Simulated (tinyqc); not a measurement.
Capacitance measurement on a leaky thin oxide: effects of series resistance and leakage: one step of the calculation.

The device is a capacitance C in parallel with a leakage conductance G, in series with Rs and Ls. An impedance meter reports either a parallel pair (Cp, Gp) from Y = 1/Z = Gp + i w Cp or a series pair (Cs, Rm) from Z = Rm + 1/(i w Cs); w = 2 pi f, dissipation D = Gp/(w |Cp|).

Question. What the meter reports. Z = Rs + i w Ls + 1/(G + i w C).

Inputs (values chosen for the exercise); values of the order met in thin-oxide MOS capacitors:
```
symbol  value  unit              meaning
Rs        330   ohm    series resistance
Ls         31    nH    series inductance
f         1e5    Hz  measuring frequency
```

C = 4.4049080 pF
G = 3.8048780 uS

Wanted: Z; Cp; Gp; Cs; D.

Answer.

Z = (1.7221-1.2502i) x 1e5 ohm
Cp = 4.3939 pF
Gp = 3.8026 uS
Cs = 12.730 pF
D = 1.3774

Cp is 0.25 % below C and Cs is 2.89 times it; G Rs = 0.00126, w C Rs = 9.13e-4 and G/(w C) = 1.37.

Program tinyqc, `OMP_NUM_THREADS=1 python tinyqc.py 2022059 2022060 out.jsonl`; Intel Xeon 2.30GHz, shared host, one thread, about 0.01 s.
